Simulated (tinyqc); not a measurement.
# Surface Green function of a zigzag honeycomb ribbon two chains wide, Sancho-Rubio decimation, step by step

tinyqc, about 0.07 s, one thread, Intel Xeon 2.30GHz (shared host): `OMP_NUM_THREADS=1 python tinyqc.py 2680108 2680109 out.jsonl` Printed values are rounded.

A semi-infinite lead of cells 0, 1, 2, ... with H0 inside a cell and H1 = <cell i|H|cell i + 1>. Cell of four sites joined 1-2-3-4 by -t; site 2 joins site 1 of the next cell and site 3 joins site 4 of the next cell. z = E + i eta.

Inputs (values chosen for the exercise): hopping t = 1 eV; site energy, +dl on sites 1, 3 and -dl on sites 2, 4 dl = 0 eV; energy E = 0.93 eV; broadening eta = 0.01 eV.

## The blocks

Read off from the list of hoppings.

H0 (eV):
```
    1   2   3   4
1   0  -1   0   0
2  -1   0  -1   0
3   0  -1   0  -1
4   0   0  -1   0
```

H1 (eV):
```
    1  2  3   4
1   0  0  0   0
2  -1  0  0   0
3   0  0  0  -1
4   0  0  0   0
```

## Round 1: decimation

Start with e_s = e = H0, a = H1, b = H1^dagger. Each round: g = (z - e)^(-1); e_s <- e_s + a g b; e <- e + a g b + b g a; a <- a g a; b <- b g b (all with the old a, b). Round k joins cells 2^k apart.

g (1/eV):
```
                   1                  2                  3                  4
1   1.24569-0.04178i  -0.15891+0.02640i  -1.09764+0.01882i   1.17990-0.03292i
2  -0.15891+0.02640i   0.14805-0.02296i   1.02099-0.00652i  -1.09764+0.01882i
3  -1.09764+0.01882i   1.02099-0.00652i   0.14805-0.02296i  -0.15891+0.02640i
4   1.17990-0.03292i  -1.09764+0.01882i  -0.15891+0.02640i   1.24569-0.04178i
```

e_s after round 1 (eV):
```
                   1                  2                  3                  4
1   0.00000+0.00000i  -1.00000+0.00000i   0.00000+0.00000i   0.00000+0.00000i
2  -1.00000+0.00000i   1.24569-0.04178i   0.17990-0.03292i   0.00000+0.00000i
3   0.00000+0.00000i   0.17990-0.03292i   1.24569-0.04178i  -1.00000+0.00000i
4   0.00000+0.00000i   0.00000+0.00000i  -1.00000+0.00000i   0.00000+0.00000i
```

e after round 1 (eV):
```
                   1                  2                  3                  4
1   0.14805-0.02296i  -1.00000+0.00000i   0.00000+0.00000i   1.02099-0.00652i
2  -1.00000+0.00000i   1.24569-0.04178i   0.17990-0.03292i   0.00000+0.00000i
3   0.00000+0.00000i   0.17990-0.03292i   1.24569-0.04178i  -1.00000+0.00000i
4   1.02099-0.00652i   0.00000+0.00000i  -1.00000+0.00000i   0.14805-0.02296i
```

a after round 1 (eV):
```
                   1                 2                 3                  4
1   0.00000+0.00000i  0.00000+0.00000i  0.00000+0.00000i   0.00000+0.00000i
2  -0.15891+0.02640i  0.00000+0.00000i  0.00000+0.00000i  -1.09764+0.01882i
3  -1.09764+0.01882i  0.00000+0.00000i  0.00000+0.00000i  -0.15891+0.02640i
4   0.00000+0.00000i  0.00000+0.00000i  0.00000+0.00000i   0.00000+0.00000i
```

b after round 1 (eV):
```
                  1                  2                  3                 4
1  0.00000+0.00000i  -0.15891+0.02640i  -1.09764+0.01882i  0.00000+0.00000i
2  0.00000+0.00000i   0.00000+0.00000i   0.00000+0.00000i  0.00000+0.00000i
3  0.00000+0.00000i   0.00000+0.00000i   0.00000+0.00000i  0.00000+0.00000i
4  0.00000+0.00000i  -1.09764+0.01882i  -0.15891+0.02640i  0.00000+0.00000i
```

## Round 2: decimation

As before.

g (1/eV):
```
                    1                    2                    3                   4
1  0.331994-0.066575i   0.965176-0.015576i   0.162644-0.035172i  0.222651-0.054102i
2  0.965176-0.015576i  -0.589402-0.056605i   0.856998-0.000058i  0.162644-0.035172i
3  0.162644-0.035172i   0.856998-0.000058i  -0.589402-0.056605i  0.965176-0.015576i
4  0.222651-0.054102i   0.162644-0.035172i   0.965176-0.015576i  0.331994-0.066575i
```

e_s after round 2 (eV):
```
                   1                  2                  3                  4
1   0.00000+0.00000i  -1.00000+0.00000i   0.00000+0.00000i   0.00000+0.00000i
2  -1.00000+0.00000i   1.72440-0.17315i   0.56209-0.15486i   0.00000+0.00000i
3   0.00000+0.00000i   0.56209-0.15486i   1.72440-0.17315i  -1.00000+0.00000i
4   0.00000+0.00000i   0.00000+0.00000i  -1.00000+0.00000i   0.00000+0.00000i
```

e after round 2 (eV):
```
                   1                  2                  3                  4
1  -0.28104-0.11804i  -1.00000+0.00000i   0.00000+0.00000i   1.86561-0.03120i
2  -1.00000+0.00000i   1.72440-0.17315i   0.56209-0.15486i   0.00000+0.00000i
3   0.00000+0.00000i   0.56209-0.15486i   1.72440-0.17315i  -1.00000+0.00000i
4   1.86561-0.03120i   0.00000+0.00000i  -1.00000+0.00000i  -0.28104-0.11804i
```

a after round 2 (eV):
```
                  1                 2                 3                 4
1  0.00000+0.00000i  0.00000+0.00000i  0.00000+0.00000i  0.00000+0.00000i
2  1.23977-0.08975i  0.00000+0.00000i  0.00000+0.00000i  0.53289-0.11843i
3  0.53289-0.11843i  0.00000+0.00000i  0.00000+0.00000i  1.23977-0.08975i
4  0.00000+0.00000i  0.00000+0.00000i  0.00000+0.00000i  0.00000+0.00000i
```

b after round 2 (eV):
```
                  1                 2                 3                 4
1  0.00000+0.00000i  1.23977-0.08975i  0.53289-0.11843i  0.00000+0.00000i
2  0.00000+0.00000i  0.00000+0.00000i  0.00000+0.00000i  0.00000+0.00000i
3  0.00000+0.00000i  0.00000+0.00000i  0.00000+0.00000i  0.00000+0.00000i
4  0.00000+0.00000i  0.53289-0.11843i  1.23977-0.08975i  0.00000+0.00000i
```

## Course of the decimation

Stop when the largest entry of a and b is below 1e-12 eV, or after 60 rounds. The last column is -Im Tr (z - e_s)^(-1)/pi. At the end g_s = (z - e_s)^(-1), and the bulk Green function is (z - e)^(-1).

Course of the iteration:
```
round  largest |a|, |b| (eV)  surface density of states (1/eV)
1                       1.10                         0.0367093
2                       1.24                         0.0538565
3                       3.41                         0.0846923
4                      0.510                          0.366001
5                      0.470                          0.374559
6                      0.319                          0.512155
7                      0.121                          0.611405
8                     0.0189                          0.640490
9                    4.76e-4                          0.640995
10                   3.03e-7                          0.640995
11                  1.22e-13                          0.640995
```

Converged in 11 rounds, which stand for 2^11 cells. E lies inside a band (1 open mode(s)), where only eta damps the waves, over about v/eta cells with v the group velocity in eV a cell.

## Self-energy, Dyson check and densities of states

converged surface Green function g_s (1/eV):
```
                     1                    2                    3                    4
1   0.598612-0.540544i   0.437885+0.496720i  -0.336760+0.483807i   0.356473-0.524055i
2   0.437885+0.496720i  -0.402266-0.466328i   0.318025-0.446573i  -0.336760+0.483807i
3  -0.336760+0.483807i   0.318025-0.446573i  -0.402266-0.466328i   0.437885+0.496720i
4   0.356473-0.524055i  -0.336760+0.483807i   0.437885+0.496720i   0.598612-0.540544i
```

converged bulk Green function (1/eV):
```
                     1                    2                    3                    4
1   0.069978-0.490154i   0.465009+0.227572i   0.028472+0.223472i  -0.066391-0.479870i
2   0.465009+0.227572i  -0.894516-0.303239i   0.898849-0.164186i   0.028472+0.223472i
3   0.028472+0.223472i   0.898849-0.164186i  -0.894516-0.303239i   0.465009+0.227572i
4  -0.066391-0.479870i   0.028472+0.223472i   0.465009+0.227572i   0.069978-0.490154i
```

Sigma = H1 g_s H1^dagger is what the lead adds to one more cell, and (z - H0 - Sigma)^(-1) must give g_s back. Densities of states: -Im of the diagonals over pi.

Sigma (eV):
```
                    1                   2                   3                   4
1  0.000000+0.000000i  0.000000+0.000000i  0.000000+0.000000i  0.000000+0.000000i
2  0.000000+0.000000i  0.598612-0.540544i  0.356473-0.524055i  0.000000+0.000000i
3  0.000000+0.000000i  0.356473-0.524055i  0.598612-0.540544i  0.000000+0.000000i
4  0.000000+0.000000i  0.000000+0.000000i  0.000000+0.000000i  0.000000+0.000000i
```

(z - H0 - Sigma)^(-1) (1/eV):
```
                     1                    2                    3                    4
1   0.598612-0.540544i   0.437885+0.496720i  -0.336760+0.483807i   0.356473-0.524055i
2   0.437885+0.496720i  -0.402266-0.466328i   0.318025-0.446573i  -0.336760+0.483807i
3  -0.336760+0.483807i   0.318025-0.446573i  -0.402266-0.466328i   0.437885+0.496720i
4   0.356473-0.524055i  -0.336760+0.483807i   0.437885+0.496720i   0.598612-0.540544i
```

surface density of states, orbital 1 to 4 (1/eV): [0.172060, 0.148437, 0.148437, 0.172060]
bulk density of states, orbital 1 to 4 (1/eV): [0.156021, 0.096524, 0.096524, 0.156021]

The surface cell holds 0.641 states per eV against 0.505 for a bulk cell.
